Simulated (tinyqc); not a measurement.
Vacuum evaporation: vapour pressure, source flux, thickness distribution, purity and step coverage. Inputs raised by 2 %, one at a time. Computed by tinyqc, a small Python program. Command: `OMP_NUM_THREADS=1 python tinyqc.py 3113010 3113011 out.jsonl evap sens`. One thread of a shared host (Intel(R) Xeon(R) Processor @ 2.30GHz), about 0.02 s of CPU time with the checks.

Molecular flow, unit sticking of the metal, no re-evaporation. The background gas is taken as water vapour (18.015 g/mol, collision diameter 0.37 nm) at 300 K.

Inputs (values chosen for the exercise, modelled on aluminium, with constants for the liquid): molar mass M = 26.98 g/mol; film density rho = 2.7 g/cm^3; vapour-pressure constant A = 10.95; vapour-pressure constant B = 16220 K; source temperature T = 1530 K; source area = 0.19 cm^2; directionality n = 1; source-to-wafer distance h = 19 cm; wafer radius R = 10 cm; source offset from the axis s/h = 0.37.

Constants: u = 1.6605390666e-27 kg; k_B = 1.380649e-23 J/K; R = 8.314462618 J/(mol K).

Method:
- log10(p_v/Pa) = A - B/T; flux from the surface Phi = p_v/sqrt(2 pi m k_B T), m = M u.
- Mass loss = Phi x area x m; heat of evaporation = ln(10) R B; d ln Phi/dT = ln(10) B/T^2 - 1/(2 T).
- A small source emits (n + 1) Phi area cos^n(phi)/(2 pi) per solid angle; on a parallel plane at height h and lateral distance l the arrival rate is (n + 1) Phi area/(2 pi h^2) x (1 + (l/h)^2)^(-(n + 3)/2). Growth rate = arrival rate x m/rho, m = M u. The wafer is fixed and centred above the source.
- Rotating wafer, source offset by s and facing upwards: thickness at radius r is the mean over the angle a of (1 + (r^2 + s^2 - 2 r s cos a)/h^2)^(-(n + 3)/2), by 360 equal steps; non-uniformity (max - min)/(max + min) over 21 radii from 0 to R.

Runs; columns: (1) input moved; (2) from; (3) to; (4) growth rate at the centre (nm/s); (5) non-uniformity (max - min)/(max + min) (%); (6) share of the material that lands on the wafer, 1 - (1 + (R/h)^2)^(-(n + 1)/2) (%); (7) non-uniformity, rotating (%):
```
(1)                                (2)      (3)      (4)     (5)     (6)     (7)
base run                             -        -  0.08046  23.976  21.692  15.755
source temperature T (K)          1530   1560.6  0.12858  23.976  21.692  15.755
source area (cm^2)                0.19   0.1938  0.08207  23.976  21.692  15.755
source-to-wafer distance h (cm)     19    19.38  0.07734  23.177  21.027  15.154
wafer radius R (cm)                 10     10.2  0.08046  24.797  22.372  16.378
directionality n                     1     1.02  0.08127  24.091  21.883  15.813
vapour-pressure constant B (K)   16220  16544.4  0.04938  23.976  21.692  15.755
source offset from the axis s/h   0.37   0.3774  0.08046  23.976  21.692  15.468
```

Exponents ln(y'/y) / ln(x'/x); columns: (1) input; (2) growth rate at the centre; (3) non-uniformity (max - min)/(max + min); (4) share of the material that lands on the wafer, 1 - (1 + (R/h)^2)^(-(n + 1)/2); (5) non-uniformity, rotating:
```
(1)                                  (2)     (3)     (4)     (5)
source temperature T              23.670   0.000   0.000   0.000
source area                        1.000   0.000   0.000   0.000
source-to-wafer distance h        -2.000  -1.711  -1.573  -1.964
wafer radius R                     0.000   1.700   1.559   1.959
directionality n                   0.502   0.242   0.443   0.187
vapour-pressure constant B       -24.654   0.000   0.000   0.000
source offset from the axis s/h    0.000   0.000   0.000  -0.928
```

To which inputs is each result most sensitive?

Among the inputs moved here: growth rate at the centre answers most in size to vapour-pressure constant B (exponent -24.654), next to source temperature T (+23.670); its exponent is below 0.0005 for wafer radius R, source offset from the axis s/h. Its exponent -2.000 in source-to-wafer distance h: a point source. Non-uniformity (max - min)/(max + min) answers most in size to source-to-wafer distance h (exponent -1.711), and about equally to wafer radius R (+1.700); its exponent is below 0.0005 for source temperature T, source area, vapour-pressure constant B, source offset from the axis s/h. share of the material that lands on the wafer, 1 - (1 + (R/h)^2)^(-(n + 1)/2) answers most in size to source-to-wafer distance h (exponent -1.573), and about equally to wafer radius R (+1.559); its exponent is below 0.0005 for source temperature T, source area, vapour-pressure constant B, source offset from the axis s/h. non-uniformity, rotating answers most in size to source-to-wafer distance h (exponent -1.964), and about equally to wafer radius R (+1.959); its exponent is below 0.0005 for source temperature T, source area, vapour-pressure constant B.
